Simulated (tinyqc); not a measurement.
Lossy on-chip transmission line with skin effect: one step of the calculation.

A uniform line in a homogeneous dielectric: c = sqrt(er)/(c0 Z0), l = Z0 sqrt(er)/c0 (c0 = 299792458 m/s), g = w c td, w = 2 pi f. The resistance joins its limits as r = sqrt(r_dc^2 + r_hf^2), with r_dc = rho/(wd th), r_hf = kr rho/(2 delta (wd + th)), delta = sqrt(rho/(pi f mu0)), mu0 = 4 pi 1e-7 H/m; this is an interpolation, and internal inductance, up to 0.05 nH/mm at low frequency, is neglected.

Problem. Reflection, input impedance and transfer. ZL = 1/(1/RL + i w CL); reflection (ZL - Zc)/(ZL + Zc); Zin = Zc (ZL + Zc tanh(gamma len))/(Zc + ZL tanh(gamma len)); H = V_load/V_source = [Zin/(Zin + Rg)]/[cosh(gamma len) + (Zc/ZL) sinh(gamma len)].

Inputs (values chosen for the exercise):
- Rg = 100 ohm (source resistance)
- RL = 100 ohm (load resistance)
- CL = 100 fF (load capacitance)
- f = 0.34 GHz (frequency)

gamma len = 0.025039932+0.040135937i
Zc = 95.218876-56.791968i ohm

Wanted: ZL; reflection at the load; Zin; H; |H|.

Solution.

ZL = 99.95-2.14i ohm
reflection at the load = -0.0553+0.2634i
Zin = 104.3-4.2i ohm
H = 0.4878-0.0217i
|H| = -6.226 dB

Program tinyqc, `OMP_NUM_THREADS=1 python tinyqc.py 2810175 2810176 out.jsonl`; Intel Xeon 2.30GHz, shared host, one thread, about 0.01 s.
